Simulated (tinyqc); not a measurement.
What moves the results: optical gain and spontaneous emission in a bulk direct-gap semiconductor. A value that a table varies takes the place of the one given here.

Parabolic bands, vertical transitions, no excitons. For each hole band j: mr = me mj/(me + mj); joint density of states J_j(E) = (mr/c)^(3/2) sqrt(E - Eg)/(2 pi^2), both spins, c = hbar^2/2m0; averaged matrix element |e.p|^2 = m0 Ep/6; alpha_j(E) = 4 pi^2 alpha_f c Ep J_j/(3 nr E) in 1/angstrom (alpha_f the fine-structure constant, listed as alpha among the constants), times 1e8 for 1/cm.

F_j(eta) = (1/Gamma(j + 1)) integral_0^infinity x^j dx/(1 + exp(x - eta)), which tends to exp(eta) for eta << 0.

Quasi-Fermi levels: n = Nc F_1/2(Fc/kT) and p = Nv F_1/2(Fv/kT), Fc counted up from the conduction edge and Fv down from the valence edge; Nc, Nv from N = 2 (m kB T/(4 pi c))^(3/2) with c = hbar^2/2m0, in 1/angstrom^3; times 1e24 for 1/cm^3, with me and (mhh^(3/2) + mlh^(3/2))^(2/3).

For band j the electron sits at Ee = (E - Eg) mr/me above its edge and the hole at Eh = (E - Eg) mr/mj; fe = 1/(1 + exp((Ee - Fc)/kT)), fh = 1/(1 + exp((Eh - Fv)/kT)); gain g = sum_j alpha_j (fe + fh - 1).

Spontaneous rate: R = integral of (nr E/(hbar c))^2/(pi^2 hbar) sum_j alpha_j fe fh dE, with alpha in 1/cm and (nr E/(hbar c))^2 in 1/cm^2 (1e16 per 1/angstrom^2); B = R/(n p); lifetime n/R.

Constants: hbar^2/2m0 = 3.80998211 eV angstrom^2; fine-structure constant alpha = 0.007297352564; kB = 8.617333262e-05 eV/K; hbar = 6.58211957e-16 eV s; hbar c = 1973.269805 eV angstrom.

Inputs chosen for the exercise (near those of GaN; shifted at random, so the results belong to these values and not to a real crystal): Eg = 3.331 eV (direct gap); me = 0.1972 m0 (electron mass); mhh = 1.342 m0 (heavy-hole mass); mlh = 0.292 m0 (light-hole mass); Ep = 17.2 eV (Kane energy); nr = 2.56 (refractive index); T = 300 K; n = 2.1e+19 1/cm^3 (injected density, n = p).

## Peak gain against injection

The peak is the largest g over E; a dash marks no gain.

Gain:

| n (1/cm^3) | Fc (eV) | Fv (eV) | peak gain (1/cm) | peak E - Eg (eV) | B (cm^3/s) |
|---|---|---|---|---|---|
| 3.0e+18 | 0.0203 | -0.0682 | - | - | 5.66e-11 |
| 4.8e+18 | 0.0396 | -0.0556 | - | - | 5.31e-11 |
| 6.9e+18 | 0.0571 | -0.0458 | 110 | 0.0039 | 4.96e-11 |
| 8.4e+18 | 0.0679 | -0.0404 | 404 | 0.0100 | 4.74e-11 |
| 1.1e+19 | 0.0846 | -0.0329 | 994 | 0.0199 | 4.41e-11 |
| 1.4e+19 | 0.1017 | -0.0260 | 1678 | 0.0304 | 4.08e-11 |
| 1.8e+19 | 0.1223 | -0.0187 | 2531 | 0.0432 | 3.72e-11 |
| 2.4e+19 | 0.1501 | -0.0100 | 3670 | 0.0596 | 3.30e-11 |

transparency density (Fc + Fv = 0) = 5.97e+18 1/cm^3

What can be read from the table?

Gain starts at 5.97e+18 1/cm^3, where Fc = -Fv = 0.0498 eV: with Nv/Nc = 20 the electrons must be degenerate before the holes are. The slope of peak gain against n is 1.96e-16 cm^2 between the first two rows with gain and 1.90e-16 between the last two; the peak moves from 0.0039 to 0.0596 eV above the gap as the bands fill, and B falls by a factor 1.72. Line broadening and gap shrinkage are left out.

## Gain spectrum

At the density n.

Spectrum:

| E - Eg (eV) | alpha, empty (1/cm) | fe, heavy | fh, heavy | g (1/cm) |
|---|---|---|---|---|
| 0.005 | 3964 | 0.994 | 0.361 | 1392 |
| 0.010 | 5597 | 0.993 | 0.356 | 1905 |
| 0.020 | 7892 | 0.990 | 0.344 | 2514 |
| 0.030 | 9637 | 0.986 | 0.333 | 2860 |
| 0.045 | 11751 | 0.977 | 0.317 | 3098 |
| 0.060 | 13509 | 0.963 | 0.301 | 3087 |
| 0.080 | 15507 | 0.930 | 0.281 | 2712 |
| 0.100 | 17236 | 0.871 | 0.261 | 1831 |
| 0.130 | 19482 | 0.711 | 0.233 | -845 |
| 0.170 | 22024 | 0.389 | 0.200 | -7089 |
| 0.220 | 24702 | 0.106 | 0.163 | -15377 |

Fc + Fv = 0.1225 eV

What can be read from the table?

g is positive below E - Eg = 0.1225 eV; the largest value listed is 3098 1/cm at 0.045 eV. At 0.220 eV above the gap g is -0.62 times the absorption of the empty crystal, whose limit is -1.

## Transparency density and B against temperature

Eg is held fixed; B is taken at n = 1e15 1/cm^3.

Results:

| T (K) | transparency density (1/cm^3) | Fc/kT there | B (cm^3/s) |
|---|---|---|---|
| 100 | 1.15e+18 | 1.925 | 3.28e-10 |
| 150 | 2.11e+18 | 1.925 | 1.79e-10 |
| 200 | 3.25e+18 | 1.925 | 1.17e-10 |
| 250 | 4.54e+18 | 1.925 | 8.36e-11 |
| 300 | 5.97e+18 | 1.925 | 6.37e-11 |
| 350 | 7.52e+18 | 1.925 | 5.06e-11 |
| 400 | 9.19e+18 | 1.925 | 4.15e-11 |
| 500 | 1.28e+19 | 1.925 | 2.98e-11 |

What does this show, and why?

Fc/kT at transparency stays at 1.925, since it depends on Nv/Nc alone, so the density goes as T^1.50. B goes as T^-1.49, against T^-1.5 for non-degenerate carriers: hot carriers spread over k and fewer pairs share a wave vector.

## What moves transparency and gain

Transparency is Fc + Fv = 0; the peak is the largest g over E at the density n (0 if none). Each row changes one parameter from the base and keeps the others.

Results:

| case | transparency density (1/cm^3) | Fc + Fv (eV) | peak gain (1/cm) |
|---|---|---|---|
| base | 5.97e+18 | 0.1225 | 3121 |
| me = 0.2268 m0 | 6.82e+18 | 0.1034 | 3289 |
| mhh = 0.805 m0 | 4.66e+18 | 0.1439 | 4814 |
| Ep = 18.9 eV | 5.97e+18 | 0.1225 | 3430 |
| T = 340 K | 7.20e+18 | 0.1130 | 2561 |
| n = 2.73e+19 1/cm^3 | 5.97e+18 | 0.1583 | 4233 |
| nr = 2.69 | 5.97e+18 | 0.1225 | 2970 |

What can be read from the table?

The largest shifts from the base row, up to three for each result and ties (the steps differ in size, so this ranks the rows, not the parameters). transparency density (1/cm^3): mhh -1.31e+18, T +1.23e+18, me +8.56e+17; unchanged at the printed digits by Ep, n and nr. Fc + Fv (eV): n +0.0357, mhh +0.0214, me -0.0191; unchanged at the printed digits by Ep and nr. peak gain (1/cm): mhh +1693, n +1112, T -560.

Program tinyqc; command `OMP_NUM_THREADS=1 python tinyqc.py 1681670 1681671 out.jsonl`; about 0.08 s on one thread of a shared Intel(R) Xeon(R) Processor @ 2.30GHz.
